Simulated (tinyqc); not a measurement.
## Slope factor and drain-induced lowering from three currents

Problem. With source and body at 0 V, I = A exp((Vg + dd Vd)/(nf Vt)) (1 - exp(-Vd/Vt)). Find nf, the swing nf Vt ln 10 and dd.

Values chosen for this exercise:
- T = 358 K (temperature)

Constants: q = 1.602176634e-19 C, kB = 1.380649e-23 J/K, Vt = kB T/q. Results are converted to the units shown.

currents at (Vg, Vd) = (0, 0.05), (0, 1) and (0.07, 1) V (nA/um): [0.32368730, 15.324605, 91.478621]

Solution. The pair at equal Vd gives nf; the pair at equal Vg, after dividing out the factors 1 - exp(-Vd/Vt), gives dd.

nf = 1.27
swing = 90.2 mV/decade
dd = 0.150

Computed by the program tinyqc: `OMP_NUM_THREADS=1 python tinyqc.py 2242173 2242174 out.jsonl`, one thread of a shared Intel Xeon 2.30GHz, about 0.03 s for the whole run.
